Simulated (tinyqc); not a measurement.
# Barrier height from two thicknesses

Question. Through a thick flat barrier T = c exp(-2 kappa t) with a prefactor c that does not depend on t, and kappa = sqrt(m1 phi1/C), C = hbar^2/(2 m0). Find kappa, the decades lost for each nanometre, c and phi1.

Inputs (values chosen for the exercise): tunnelling mass of layer 1 m1 = 0.5 m0.

Constants: q = 1.602176634e-19 C, hbar = 1.054571817e-34 J s, m0 = 9.1093837015e-31 kg, hbar^2/(2 m0) = 0.0380998212 eV nm^2. Results are converted to the units shown.

T at t = 1.3 and 1.9 nm: 2.2198912e-7  1.1921115e-10

Solution. The ratio of the two values removes c: kappa = ln(T_a/T_b)/(2 (t_b - t_a)).

kappa = 6.27 1/nm
decades a nanometre = 5.45
c = 2.70
phi1 = 3.00 eV

Program tinyqc, `OMP_NUM_THREADS=1 python tinyqc.py 2540062 2540063 out.jsonl`; Intel Xeon 2.30GHz, shared host, one thread, about 0.02 s.
